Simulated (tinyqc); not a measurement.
Comparisons within one model: Stoner model of a band ferromagnet. A value that a table varies takes the place of the one given here.

Density of states per atom and spin: two humps, D(e) = (M/W) [1 - sp cos(4 pi e/W)]. Levels e -/+ I m/2 for up and down spin, m = n_up - n_down, n_up + n_down = nd. At zero temperature e(N) is the energy below which N states lie, and E(m) = sum over spins of integral e D de - I m^2/4.

Parameters, chosen for this exercise: W = 4 eV (band width, e from -W/2 to W/2); M = 5 (states per atom and spin); nd = 8.38 (electrons per atom); sp = 0.25 (shape parameter); I = 0.66 eV (Stoner parameter).

## Moment against the Stoner parameter

Lowest state for each I.

Results:

| I (eV) | I D(EF) | m (muB) | E - E(0) (meV) |
|---|---|---|---|
| 0.42 | 0.606 | 0.000 | 0.0 |
| 0.56 | 0.808 | 0.000 | 0.0 |
| 0.63 | 0.909 | 0.000 | 0.0 |
| 0.70 | 1.009 | 0.465 | -0.2 |
| 0.77 | 1.110 | 1.620 | -24.9 |
| 0.87 | 1.255 | 1.620 | -90.5 |
| 1.04 | 1.500 | 1.620 | -202.0 |
| 1.25 | 1.803 | 1.620 | -339.8 |

A moment first appears at I = 0.70 eV of those listed, where I D(EF) = 1.009. It is saturated at 1.620 from I = 0.77 eV on.

## Moment against band filling

Rigid band, I fixed: a Slater-Pauling curve.

Results:

| nd | I D(EF) | m (muB) | m_max |
|---|---|---|---|
| 3.0 | 1.005 | 0.377 | 3.0 |
| 4.0 | 0.812 | 0.000 | 4.0 |
| 5.0 | 0.619 | 0.000 | 5.0 |
| 6.0 | 0.812 | 0.000 | 4.0 |
| 6.5 | 0.929 | 0.000 | 3.5 |
| 7.0 | 1.005 | 0.377 | 3.0 |
| 7.5 | 1.031 | 0.942 | 2.5 |
| 8.0 | 1.005 | 0.377 | 2.0 |
| 8.5 | 0.929 | 0.000 | 1.5 |
| 9.0 | 0.812 | 0.000 | 1.0 |
| 9.5 | 0.683 | 0.000 | 0.5 |

Magnetic fillings among those listed: 3.0, 7.0, 7.5 and 8.0; the largest moment is 0.94 at nd = 7.5. No listed filling is saturated.

## What moves the moment

Lowest state for each case. Each row changes one parameter from the base and keeps the others.

Results:

| case | I D(EF) | m (muB) | E - E(0) (meV) |
|---|---|---|---|
| base | 0.952 | 0.000 | 0.0 |
| W = 3.68 eV | 1.035 | 0.885 | -2.2 |
| I = 0.713 eV | 1.028 | 0.800 | -1.6 |
| nd = 8.08 | 0.996 | 0.000 | 0.0 |
| sp = 0.35 | 1.017 | 0.540 | -0.4 |

The largest shifts from the base row, up to three for each result and ties (the steps differ in size, so this ranks the rows, not the parameters). I D(EF): W +0.083, I +0.076, sp +0.065. m (muB): W +0.885, I +0.800, sp +0.540; unchanged at the printed digits by nd. E - E(0) (meV): W -2.2, I -1.6, sp -0.4; unchanged at the printed digits by nd.

Program tinyqc; command `OMP_NUM_THREADS=1 python tinyqc.py 1652525 1652526 out.jsonl`; about 0.1 s on one thread of a shared Intel(R) Xeon(R) Processor @ 2.30GHz.
